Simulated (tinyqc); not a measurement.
What moves the results: Penn model of the dielectric constant and Phillips ionicity. A value that a table varies takes the place of the one given here.

n = 32/a^3; Ep^2 = 8 pi c e2 n with c = hbar^2/2m0, e2 = e^2/(4 pi eps0); EF = c (3 pi^2 n)^(2/3); eps = 1 + (Ep/Eg)^2 S with S = 1 - Eg/(4 EF) + (Eg/(4 EF))^2/3, Eg the Penn gap. Core d shells are left out.

Phillips: bond length d = sqrt(3) a/4; homopolar gap Eh = 39.74 d^(-2.48) eV (d in angstrom); Eg^2 = Eh^2 + C^2; ionicity fi = C^2/Eg^2.

Constants: hbar^2/2m0 = 3.80998211 eV angstrom^2; e^2/(4 pi eps0) = 14.39964547 eV angstrom.

Parameters, chosen for this exercise (out of a larger set: near those of GaP; not measured data): a = 5.468 angstrom (cubic lattice constant, 32 valence electrons a cell); C0 = 3.17 eV (ionic gap, held fixed); ei = 8.87 (high-frequency dielectric constant).

## Dielectric constant under pressure

The lattice constant is scaled by the factor listed; C = C0.

Results:
```
factor  Eh (eV)  Eg (eV)  Ep (eV)    eps     fi
0.94      5.464    6.317   18.026  8.253  0.252
0.96      5.186    6.078   17.466  8.351  0.272
0.98      4.928    5.859   16.934  8.433  0.293
0.99      4.805    5.757   16.678  8.467  0.303
1.00      4.687    5.658   16.428  8.497  0.314
1.01      4.573    5.564   16.185  8.522  0.325
1.02      4.462    5.474   15.947  8.543  0.335
1.04      4.253    5.304   15.490  8.572  0.357
```

d ln eps/d ln a = +0.32 around factor 1: eps falls under compression. Ep^2 goes as a^-3 and Eh^2 as a^-4.96; with C fixed Eg^2 goes as a^-3.40 at fi = 0.314, and leaving S aside the two powers balance at fi = 0.395. The slope is a difference of two powers and the model omits d shells and any change of C, so it is no prediction for a real crystal; eps from C0 (row 1.00) need not match a measured ei.

## What moves the Penn gap and the ionicity

Eg from ei; fi = 1 - (Eh/Eg)^2, printed even where negative. Each row changes one parameter from the base and keeps the others.

Results:
```
case                Ep (eV)  Eg (eV)  Eh (eV)     fi
base                 16.428    5.530    4.687  0.282
a = 5.577 angstrom   15.949    5.366    4.463  0.308
ei = 7.98            16.428    5.852    4.687  0.359
```

The largest shifts from the base row, up to three for each result and ties (the steps differ in size, so this ranks the rows, not the parameters). Ep (eV): a -0.479; unchanged at the printed digits by ei. Eg (eV): ei +0.322, a -0.164. Eh (eV): a -0.224; unchanged at the printed digits by ei. fi: ei +0.077, a +0.027. With the tabulated Phillips C of about 3.3 eV, fi would be 0.33; this model leaves out the d-shell factor.

tinyqc: `OMP_NUM_THREADS=1 python tinyqc.py 1650421 1650422 out.jsonl`; about 0.01 s, one thread, shared Intel(R) Xeon(R) Processor @ 2.30GHz.
